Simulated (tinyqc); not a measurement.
Image-sensor pixel with a pinned photodiode, signal and noise: one step of the calculation.

A buried n layer between a heavily doped p+ surface layer and a p layer is emptied into a floating diffusion, read through a source follower with correlated double sampling (reset noise cancelled). One-dimensional abrupt junctions; no blooming, lag or crosstalk.

Problem. Quantum efficiency and dark current. QE = (1 - Rf)[exp(-al x1) - exp(-al x2)]. ni = sqrt(Nc Nv) exp(-Eg/(2 Vt)), Eg in volts; dark rates ni Wd A/tg (generation) and Jd ni^2 A (diffusion).

Inputs (values chosen for the exercise); material values close to those of silicon: temperature T = 300 K; band gap Eg = 1.1 eV; conduction-band density of states at T Nc = 2.82e19 cm^-3; valence-band density of states at T Nv = 2.63e19 cm^-3; photodiode area A = 4.8 um^2; absorption coefficient (light near 750 nm) al = 0.124 1/um; optical loss before the silicon Rf = 0.23; dead layer x1 = 0.12 um; depth of collection x2 = 6 um; generation lifetime tg = 0.028 s; depleted depth Wd = 1.2 um; diffusion dark flux per ni^2 Jd = 1.8e7 x 1e-20 cm^4/s.

Constants: q = 1.602176634e-19 C, kB = 1.380649e-23 J/K, Vt = kB T/q. Results are converted to the units shown.

Give: QE; ni; generation rate; diffusion rate.

Solution.

QE = 0.3927
ni = 1.569e10 cm^-3
generation rate = 3.227 electrons/s
diffusion rate = 2.126 electrons/s

Of the light that enters, 1.5 % is lost in the dead layer and 48 % passes the collecting depth.

tinyqc, about 0.01 s, one thread, Intel Xeon 2.30GHz (shared host): `OMP_NUM_THREADS=1 python tinyqc.py 2630061 2630062 out.jsonl`
